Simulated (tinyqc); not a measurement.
Carrier lifetime from Shockley-Read-Hall, radiative, Auger and surface recombination: one step, computed by the program tinyqc.

Energies are counted from the top of the valence band. Boltzmann statistics, full ionisation, and equal excess densities of electrons and holes.

Problem. Capture times and SRH densities. v = sqrt(3 k_B T/m) with m_e or m_h; tau_n0 = 1/(sigma_n v_n N_t), tau_p0 = 1/(sigma_p v_p N_t); n1 = N_c exp(-(E_g - E_t)/k_B T), p1 = N_v exp(-E_t/k_B T).

Inputs (values chosen for the exercise, for a model semiconductor):
```
quantity,value,unit
gap E_g,2.36,eV
electron mass m_e,0.55,m_0
hole mass m_h,0.803,m_0
temperature T,300,K
trap level E_t,1.31,eV
trap density N_t,2.7e+14,cm^-3
electron cross-section sigma_n,4.2e-17,cm^2
hole cross-section sigma_p,2.1e-14,cm^2
```

Doping: p-type. Surface term: two equal surfaces.

N_c = 3.070699e+19 cm^-3

N_v = 1.805699e+19 cm^-3

Constants: k_B = 1.380649e-23 J/K; m_0 = 9.1093837015e-31 kg; k_B = 8.617333262e-05 eV/K.

Give: v_n; v_p; tau_n0; tau_p0; n1; p1.

Solution.

v_n = 1.575e+07 cm/s

v_p = 1.303e+07 cm/s

tau_n0 = 5.600e-06 s

tau_p0 = 1.353e-08 s

n1 = 70.47 cm^-3

p1 = 0.001777 cm^-3
